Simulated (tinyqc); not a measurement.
Inside a calculation. Model: carrier lifetime of a p-type layer with SRH, radiative, Auger and surface recombination.

tinyqc, about 0.01 s, one thread, Intel Xeon 2.30GHz (shared host): `OMP_NUM_THREADS=1 python tinyqc.py 2300147 2300148 out.jsonl` Printed values are rounded.

Uniform excess density dn = dp (no trapping), n = n0 + dn, p = p0 + dn, Boltzmann statistics, full ionisation. Surfaces enter as a rate 2 S dn/d, which holds while diffusion to them is fast.

Values chosen for this exercise; band and dielectric values close to those of indium phosphide:
- T = 300 K (temperature)
- Eg = 1.34 eV (band gap)
- Nc = 5.72e17 cm^-3 (conduction-band density of states at T)
- Nv = 1.1e19 cm^-3 (valence-band density of states at T)
- B = 1.18e-10 cm^3/s (radiative coefficient)
- N = 2.6e16 cm^-3 (acceptor density)
- Cn = 3.1e-30 cm^6/s (Auger coefficient (two electrons))
- Cp = 2.8e-30 cm^6/s (Auger coefficient (two holes))
- Nt = 9e13 cm^-3 (trap density)
- sn = 1e-17 cm^2 (capture cross-section for electrons)
- sp = 2e-14 cm^2 (capture cross-section for holes)
- vth = 2.4e7 cm/s (thermal velocity (both carriers))
- Et = 0.43 eV (trap level below the conduction band)
- S = 6000 cm/s (surface recombination velocity (both faces))
- d = 2 um (sample thickness)
- G = 6.3e22 cm^-3 s^-1 (generation rate)

Constants: q = 1.602176634e-19 C, kB = 1.380649e-23 J/K, Vt = kB T/q. Results are converted to the units shown.

## Equilibrium densities and SRH constants

ni = sqrt(Nc Nv) exp(-Eg/(2 Vt)), Eg in volts; majority density N/2 + sqrt(N^2/4 + ni^2), n0 p0 = ni^2; n1 = Nc exp(-Et/Vt), p1 = Nv exp((Et - Eg)/Vt); tn0 = 1/(sn vth Nt), tp0 = 1/(sp vth Nt).

ni = 1.392803e7 cm^-3
n0 = 0.007461156 cm^-3
p0 = 2.6e16 cm^-3
n1 = 3.417543e10 cm^-3
p1 = 5676.302 cm^-3
tn0 = 4.629630e-5 s
tp0 = 2.314815e-8 s

## Starting value

dn = 2e16 cm^-3.

dn at the start = 2e16 cm^-3

## Iteration 1: new dn

With e = n p - ni^2 = dn (n0 + p0 + dn): U_SRH = e/(tp0 (n + n1) + tn0 (p + p1)), U_rad = B e, U_Aug = (Cn n + Cp p) e, U_s = 2 S dn/d. Substitution: tau = dn/U with U the sum, dn(new) = G tau.

U_SRH = 4.319061e20 cm^-3 s^-1
U_rad = 1.085600e23 cm^-3 s^-1
U_Aug = 1.755360e20 cm^-3 s^-1
U_s = 1.2e24 cm^-3 s^-1
tau = 1.527688e-8 s
dn after iteration 1 = 9.624437e14 cm^-3

## Iteration 2: new dn

As before.

U_SRH = 2.078841e19 cm^-3 s^-1
U_rad = 3.062081e21 cm^-3 s^-1
U_Aug = 2.036502e18 cm^-3 s^-1
U_s = 5.774662e22 cm^-3 s^-1
tau = 1.582146e-8 s
dn after iteration 2 = 9.967521e14 cm^-3

## Course of the iteration

Stop when the step is below 1e-10 of the value, or after 40 iterations.

Course of the iteration:
```
iteration,dn before the step (cm^-3),step (cm^-3)
1,2e16,-1.90e16
2,9.624437e14,3.43e13
3,9.967521e14,-6.40e10
4,9.966881e14,1.19e8
5,9.966883e14,-2.22e5
6,9.966883e14,< 1e4
```

Converged in 6 iterations. At the solution d ln U/d ln dn = 1.00, so the logarithmic slope of the map is 1 - 1.00 = 0.00; its size is below 1, so substitution contracts.

## Lifetime, shares and quasi-Fermi splitting

converged dn = 9.966883e14 cm^-3

With e = n p - ni^2 = dn (n0 + p0 + dn): U_SRH = e/(tp0 (n + n1) + tn0 (p + p1)), U_rad = B e, U_Aug = (Cn n + Cp p) e, U_s = 2 S dn/d. tau = dn/U, shares of U, splitting Vt ln(n p/ni^2), radiative efficiency U_rad/U.

tau = 1.582045e-8 s
shares (%): SRH 0.03417, radiative 5.03978, Auger 0.00336, surface 94.92269
quasi-Fermi splitting = 1.020407 V

Surface recombination takes the largest share. dn is 0.038 times the doping: low injection.
